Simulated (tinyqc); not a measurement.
## p-n diode with diffusion and depletion-layer recombination: currents and ideality against junction voltage

Abrupt junction in the depletion approximation, low injection, full ionisation, neutral widths fixed, ohmic contact on the p side. Vj is the junction voltage; where a series resistance Rs is given, V = Vj + J Rs is the terminal voltage.

ni = sqrt(Nc Nv) exp(-Eg/(2 Vt)), Eg in volts; D = mu Vt; Ln = sqrt(Dn tn), Lp = sqrt(Dp tp); J0n = q ni^2 Dn coth(wp/Ln)/(Ln Na); J0p = (q ni^2 Dp/(Lp Nd)) (s + tanh(wn/Lp))/(1 + s tanh(wn/Lp)), s = Sp Lp/Dp. J_diff = (J0n + J0p)(exp(Vj/Vt) - 1). Vbi = Vt ln(Na Nd/ni^2), W = sqrt(2 eps0 eps_r (Vbi - Vj)(1/Na + 1/Nd)/q), xp = W Nd/(Na + Nd), xn = W Na/(Na + Nd); u(x) = q Na (x + xp)^2/(2 eps0 eps_r) for x < 0 and Vbi - Vj - q Nd (xn - x)^2/(2 eps0 eps_r) for x > 0; p = Na exp(-u/Vt), n = Nd exp((u - Vbi + Vj)/Vt); U = ni^2 (exp(Vj/Vt) - 1)/(tp (n + ni exp(Et/Vt)) + tn (p + ni exp(-Et/Vt))); J_scr = q times the integral of U from -xp to xn. J = J_diff + J_scr. Ideality = (1/Vt) dVj/d ln J or (1/Vt) dV/d ln J; last column ni^2 exp(Vj/Vt)/N^2.

Values chosen for this exercise; band and dielectric values those of a made-up semiconductor:
- T = 300 K (temperature)
- Eg = 0.917 eV (band gap)
- eps_r = 14.4 (relative permittivity)
- Nc = 2.75e19 cm^-3 (conduction-band density of states at T)
- Nv = 2.11e19 cm^-3 (valence-band density of states at T)
- Na = 2.7e17 cm^-3 (acceptor density)
- Nd = 4.1e16 cm^-3 (donor density)
- mun = 540 cm^2/(V s) (electron mobility in the p side)
- mup = 360 cm^2/(V s) (hole mobility in the n side)
- tn = 6e-6 s (electron lifetime)
- tp = 2e-6 s (hole lifetime)
- wp = 0.58 um (neutral width of the p side)
- wn = 120 um (neutral width of the n side)
- Sp = 1e7 cm/s (recombination velocity at the n contact)
- Rs = 0.00093 ohm cm^2 (series resistance)
- Et = 0 eV (trap level above the intrinsic level)

Constants: q = 1.602176634e-19 C, kB = 1.380649e-23 J/K, Vt = kB T/q, eps0 = 8.8541878128e-14 F/cm where lengths are in cm. Results are converted to the units shown.

Result of one run:

| Vj (V) | J_diff (A/cm^2) | J_scr (A/cm^2) | J (A/cm^2) | V (V) | ideality against Vj | ideality against V | minority/doping, lighter side |
|---|---|---|---|---|---|---|---|
| 0.36 | 0.03858 | 3.174e-5 | 0.03861 | 0.3600 | 1.000 | 1.002 | 1.517e-4 |

What becomes of these results when the junction voltage at which recombination is evaluated Vj is changed from 0.36 to 0.16 V, all else the same?

Result of the changed run:

| Vj (V) | J_diff (A/cm^2) | J_scr (A/cm^2) | J (A/cm^2) | V (V) | ideality against Vj | ideality against V | minority/doping, lighter side |
|---|---|---|---|---|---|---|---|
| 0.16 | 1.681e-5 | 4.305e-7 | 1.724e-5 | 0.1600 | 1.009 | 1.009 | 6.622e-8 |

The whole series:

| Vj (V) | J_diff (A/cm^2) | J_scr (A/cm^2) | J (A/cm^2) | V (V) | ideality against Vj | ideality against V | minority/doping, lighter side |
|---|---|---|---|---|---|---|---|
| 0.16 | 1.681e-5 | 4.305e-7 | 1.724e-5 | 0.1600 | 1.009 | 1.009 | 6.622e-8 |
| 0.2 | 7.911e-5 | 1.008e-6 | 8.012e-5 | 0.2000 | 1.005 | 1.005 | 3.112e-7 |
| 0.24 | 3.719e-4 | 2.353e-6 | 3.742e-4 | 0.2400 | 1.003 | 1.003 | 1.462e-6 |
| 0.28 | 0.001747 | 5.530e-6 | 0.001753 | 0.2800 | 1.001 | 1.001 | 6.869e-6 |
| 0.32 | 0.008210 | 1.314e-5 | 0.008223 | 0.3200 | 1.001 | 1.001 | 3.228e-5 |
| 0.36 | 0.03858 | 3.174e-5 | 0.03861 | 0.3600 | 1.000 | 1.002 | 1.517e-4 |
| 0.4 | 0.1813 | 7.807e-5 | 0.1813 | 0.4002 | 1.000 | 1.007 | 7.126e-4 |
| 0.44 | 0.8517 | 1.951e-4 | 0.8519 | 0.4408 | 1.000 | 1.031 | 0.003348 |
| 0.48 | 4.002 | 4.853e-4 | 4.002 | 0.4837 | 1.000 | 1.144 | 0.01573 |

The ideality against Vj falls from 1.01 to 1.00. Diffusion is the larger current in every row. J_scr alone has an ideality of 1.82 between the first two rows and 1.70 between the last two. From Vj = 0.48 V the series resistance raises the terminal ideality by over a tenth; there J Rs = 0.14 Vt.

tinyqc, about 0.01 s, one thread, Intel Xeon 2.30GHz (shared host): `OMP_NUM_THREADS=1 python tinyqc.py 2260125 2260126 out.jsonl`
